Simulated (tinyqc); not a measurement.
## Deep-level transient spectroscopy: the DLTS spectrum

Schottky contact on an n-type layer with shallow donors Nd (all ionised) and a donor-like deep trap, neutral when filled and positive when empty; depletion approximation. Traps within lam of the depletion edge stay filled. A long pulse to Vp fills the traps beyond x1 = Wp - lam; back at Vr those between x1 and x2 = Wr - lam emit. A rate window reads S = C(t2) - C(t1).

Emission rate en = sn vth(T) Nc(T) exp(-Et/kB T) = sn g T^2 exp(-Et/kB T), g = vth Nc/(300 K)^2, as vth goes as T^0.5 and Nc as T^1.5 (degeneracy factor 1). lam = sqrt(2 eps0 eps_r (EF - ET)/(q Nd)), EF - ET = Et - (kB T/q) ln(Nc(T)/Nd), Nc(T) = Nc (T/300 K)^1.5. In the steady state at the band bending V, 2 eps0 eps_r V/q = Nd W^2 + Nt (W - lam)^2 (the second term only if W > lam). W(t)^2 = Wr^2 + (Nt/Nd)(x2^2 - x1^2) exp(-en t), C = eps0 eps_r/W; for small Nt, dC/C = -(Nt/2 Nd) G exp(-en t) with G = (x2^2 - x1^2)/Wr^2. For an exponential transient S peaks where en = ew = ln(t2/t1)/(t2 - t1).

Inputs (values chosen for the exercise); material values close to those of silicon:
- eps_r = 11.8 (relative permittivity)
- Nc = 2.79e19 cm^-3 (conduction-band density of states at 300 K)
- vth = 2.3e7 cm/s (thermal velocity at 300 K)
- Nd = 7.4e14 cm^-3 (shallow donor density)
- Vbi = 0.59 V (built-in voltage)
- Et = 0.48 eV (depth of the trap below the conduction edge)
- sn = 4.5e-16 cm^2 (capture cross-section)
- Nt = 2e13 cm^-3 (trap density)
- Vr = 2.2 V (reverse bias)
- Vp = 0 V (reverse bias during the filling pulse)
- t1 = 0.2 ms (first sampling time)
- t2 = 1 ms (second sampling time)

Constants: q = 1.602176634e-19 C, kB = 1.380649e-23 J/K, eps0 = 8.8541878128e-14 F/cm where lengths are in cm. Results are converted to the units shown.

Results:
```
T (K),en (1/s),S (pF/cm^2)
249,38.32,0.8600
259,98.35,2.161
269,236.0,4.854
279,533.2,9.389
288,1060,14.14
298,2173,16.62
308,4258,13.09
317,7537,7.122
327,1.373e4,2.107
347,4.126e4,0.008840
356,6.516e4,7.528e-5
```

Estimate the missing row, T = 337 K.

Computed row:
```
T (K),en (1/s),S (pF/cm^2)
337,2.417e4,0.2653
```

With this row back in the table: S goes from 0.860 through a maximum of 16.6 (at T = 298 K among the rows listed) to 7.53e-5 pF/cm^2; en equals ew = 2010 1/s at 296.9 K. Colder, the trap has hardly emitted by t2; warmer, it is empty before t1. Rows above half of the largest S span 279 to 308 K.

tinyqc, about 0.01 s, one thread, Intel Xeon 2.30GHz (shared host): `OMP_NUM_THREADS=1 python tinyqc.py 2050068 2050069 out.jsonl`
